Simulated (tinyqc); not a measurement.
From results back to parameters: donor near an oxide interface in a gate field (two-state model). Four cases, with inputs chosen for the exercise.

Problem. The critical field, at which E_D = E_I, was computed from a hidden binding energy ED.

Interface at z = 0 (hard wall), donor at z = d, field F pulling electrons to the interface: potential e F z; 1 kV/cm = 1e-5 eV/angstrom, c = hbar^2/2m0, q = e^2/(4 pi eps0), Q = (eps - eo)/(eps + eo). Donor state: E_D = e F d - ED - q Q/(4 eps d), the last term joining the images of ion and electron. Interface state: z exp(-b z/2) exp(-rho^2/(2 L^2)) with E_z = c b^2/(4 mz) + 3 e F/b + q Q b/(8 eps), minimised over b; in the plane at z = 3/b the ion (distance D = d - 3/b) and its image (D' = d + 3/b) give E_rho = c/(mt L^2) - (q/eps)(sqrt(pi)/L)[erfcx(D/L) + Q erfcx(D'/L)], erfcx(x) = exp(x^2) erfc(x), minimised over L. E_I = E_z + E_rho.

Constants: hbar^2/2m0 = 3.80998211 eV angstrom^2; e^2/(4 pi eps0) = 14.39964547 eV angstrom.

Find: E_I; ED.

Method. E_I follows from the field alone, and ED = e F d - q Q/(4 eps d) - E_I.

Case 1.

Values chosen (near those of a donor in Si below SiO2, static dielectric constants; not measured data): d = 170 angstrom (depth of the donor); mz = 0.911 m0 (mass across the interface); mt = 0.192 m0 (mass in the plane); eps = 11.6 (dielectric constant of the semiconductor); eo = 3.9 (dielectric constant of the oxide).

critical field = 37.588 kV/cm

Solution.

E_I = 17.89 meV
ED = 45.1 meV

Case 2.

Values chosen (near those of a donor in Si below HfO2, static dielectric constants; not measured data): d = 60 angstrom (depth of the donor); mz = 0.91 m0 (mass across the interface); mt = 0.191 m0 (mass in the plane); eps = 11.6 (dielectric constant of the semiconductor); eo = 22 (dielectric constant of the oxide).

critical field = 118.911 kV/cm

Solution.

E_I = 27.55 meV
ED = 45.4 meV

Case 3.

Values chosen (near those of a donor in Si below SiO2, static dielectric constants; not measured data): d = 60 angstrom (depth of the donor); mz = 0.922 m0 (mass across the interface); mt = 0.194 m0 (mass in the plane); eps = 11.6 (dielectric constant of the semiconductor); eo = 3.9 (dielectric constant of the oxide).

critical field = 95.286 kV/cm

Solution.

E_I = 23.40 meV
ED = 31.2 meV

Case 4.

Values chosen (near those of a donor in Si below HfO2, static dielectric constants; not measured data): d = 120 angstrom (depth of the donor); mz = 0.913 m0 (mass across the interface); mt = 0.19 m0 (mass in the plane); eps = 11.3 (dielectric constant of the semiconductor); eo = 22 (dielectric constant of the oxide).

critical field = 58.467 kV/cm

Solution.

E_I = 16.91 meV
ED = 54.1 meV

Computed by tinyqc, one run a case: `OMP_NUM_THREADS=1 python tinyqc.py N N+1 out.jsonl` with N = 1282235, 1282356, 1282388, 1282401; one thread of a shared Intel(R) Xeon(R) Processor @ 2.30GHz, about 0.2 s a run at most.
